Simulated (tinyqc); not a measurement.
Worked calculation: tight binding, kagome lattice. Computed by tinyqc, a small Python program that keeps every step. Settings: t1 = 1.08, t2 = 1.08, delta = 0, bands filled = 2. Command: `OMP_NUM_THREADS=1 python tinyqc.py 27565 27566 out.jsonl` (the two numbers bound the seeds that draw the settings). One thread of a shared host (Intel(R) Xeon(R) Processor @ 2.60GHz), about 0.01 s of CPU time with the checks.

## Bloch Hamiltonian at k

Parameters chosen for this model:
```
parameter,value,unit
t1,1.080000,"eV, up triangles"
t2,1.080000,"eV, down triangles"
delta,0,eV on site C
```

k point k (fractions of the reciprocal vectors): 0.290000  0.080000

H_AB = -t1 - t2 exp(-i k.a1), H_AC = -t1 - t2 exp(-i k.a2), H_BC = -t1 - t2 exp(i k.(a1 - a2)), H_CC = delta.

H(k) at k (eV), lower triangle (Hermitian):
```
,A,B,C
A,0.000000
B,-0.811415-1.046070i,0.000000
C,-2.026411-0.520294i,-1.348585+1.046070i,0.000000
```

## Levels at k

Diagonalise the Hermitian matrix.

eigenvalues (eV): -3.434453  1.274453  2.160000

weights |c|^2 of the basis functions:
```
,band 1,band 2,band 3
A,0.337178,0.309047,0.353775
B,0.281601,0.660155,0.058244
C,0.381222,0.030798,0.587980
```

## Bloch Hamiltonian at K

k point K (fractions of the reciprocal vectors): 0.333333  0.666667

As before.

H(k) at K (eV), lower triangle (Hermitian):
```
,A,B,C
A,0.000000
B,-0.540000-0.935307i,0.000000
C,-0.540000+0.935307i,-0.540000-0.935307i,0.000000
```

## Levels at K

As before.

eigenvalues (eV): -1.080000  -1.080000  2.160000

## Bands along a path

The same steps at evenly spaced points between the labelled ones.

Bands along the path (eV):
```
k,band 1,band 2,band 3
G,-4.320000,2.160000,2.160000
G-K 0.33,-3.814656,1.654656,2.160000
G-K 0.67,-2.535080,0.375080,2.160000
K,-1.080000,-1.080000,2.160000
K-M 0.33,-1.654656,-0.505344,2.160000
K-M 0.67,-2.029736,-0.130264,2.160000
M,-2.160000,0,2.160000
M-K' 0.33,-2.029736,-0.130264,2.160000
M-K' 0.67,-1.654656,-0.505344,2.160000
K',-1.080000,-1.080000,2.160000
```

With 2 band(s) filled, the highest filled level on these points lies at G and the lowest empty one at K: the bands touch or overlap, so there is no gap.
